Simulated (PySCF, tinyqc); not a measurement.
RHF in the sto-6g basis, for BeH+, spin multiplicity 1, step by step (part 2 of 2). The lowest restricted solution is unstable here: a spin-polarised one lies 0.0017 hartree lower (PySCF). Computed by tinyqc, a small Python program that keeps every step (integrals from PySCF). Command: `OMP_NUM_THREADS=1 python tinyqc.py 29253 29254 out.jsonl` (the two numbers bound the seeds that draw the settings). One thread of a shared host (Intel(R) Xeon(R) Processor @ 2.60GHz), about 0.1 s of CPU time with the checks.

Geometry (angstrom):
```
atom       x       y       z
Be    0.0000  0.0000  0.0000
H     0.0000  0.0000  1.7320
```

## Convergence

Stop when the energy changes by less than 1e-08 hartree and every element of the error matrix X^T (F D S - S D F) X is below 3e-05.

Course of the cycle:
```
iteration  E (hartree)     change  largest element of the error matrix
1            -3.415301          -                             1.16e-01
2            -6.990858  -3.58e+00                             1.22e-01
3            -9.317455  -2.33e+00                             1.49e-01
4           -10.894284  -1.58e+00                             1.81e-01
5           -12.017432  -1.12e+00                             1.65e-01
6           -12.822514  -8.05e-01                             1.36e-01
7           -13.396877  -5.74e-01                             1.09e-01
8           -13.804810  -4.08e-01                             8.63e-02
9           -14.093549  -2.89e-01                             6.83e-02
10          -14.297409  -2.04e-01                             5.42e-02
11          -14.441081  -1.44e-01                             4.32e-02
12          -14.542201  -1.01e-01                             3.47e-02
13          -14.613306  -7.11e-02                             2.81e-02
14          -14.663271  -5.00e-02                             2.28e-02
...                ...        ...                                  ...
45          -14.781001  -8.60e-07                             1.05e-04
46          -14.781002  -6.04e-07                             8.92e-05
47          -14.781002  -4.24e-07                             7.55e-05
48          -14.781002  -2.98e-07                             6.38e-05
49          -14.781003  -2.09e-07                             5.40e-05
50          -14.781003  -1.47e-07                             4.57e-05
51          -14.781003  -1.03e-07                             3.87e-05
52          -14.781003  -7.27e-08                             3.27e-05
53          -14.781003  -5.11e-08                             2.77e-05
54          -14.781003  -3.59e-08                             2.34e-05
55          -14.781003  -2.52e-08                             1.98e-05
56          -14.781003  -1.77e-08                             1.68e-05
57          -14.781003  -1.25e-08                             1.42e-05
58          -14.781003  -8.77e-09                             1.20e-05
```

PySCF RHF in the same basis = -14.781003 hartree

Converged in 58 iterations.

## Populations, bond orders and dipole

D after iteration 58:
```
          1Be 1s   1Be 2s  1Be 2px  1Be 2py  1Be 2pz    2H 1s
1Be 1s    2.0525  -0.2038   0.0000   0.0000  -0.1042  -0.1900
1Be 2s   -0.2038   0.8048   0.0000   0.0000   0.3375   0.6358
1Be 2px   0.0000   0.0000   0.0000   0.0000   0.0000   0.0000
1Be 2py   0.0000   0.0000   0.0000   0.0000   0.0000   0.0000
1Be 2pz  -0.1042   0.3375   0.0000   0.0000   0.1417   0.2669
2H 1s    -0.1900   0.6358   0.0000   0.0000   0.2669   0.5028
```

overlap S:
```
         1Be 1s  1Be 2s  1Be 2px  1Be 2py  1Be 2pz   2H 1s
1Be 1s   1.0000  0.2548   0.0000   0.0000   0.0000  0.0300
1Be 2s   0.2548  1.0000   0.0000   0.0000   0.0000  0.3150
1Be 2px  0.0000  0.0000   1.0000   0.0000   0.0000  0.0000
1Be 2py  0.0000  0.0000   0.0000   1.0000   0.0000  0.0000
1Be 2pz  0.0000  0.0000   0.0000   0.0000   1.0000  0.3987
2H 1s    0.0300  0.3150   0.0000   0.0000   0.3987  1.0000
```

Mulliken: Z minus the diagonal of D S on the atom; Loewdin: the same with S^(1/2) D S^(1/2); Mayer order: 2 sum_s sum (D(s) S)_ij (D(s) S)_ji over the two atoms.

Charges (e):
```
atom  Mulliken  Loewdin
1Be     0.8038   0.8235
2H      0.1962   0.1765
```

Mayer bond orders:
```
pair   order
2-1   0.9615
```

dipole moment about the origin, x y z (debye): 0.0000  0.0000  -1.5831
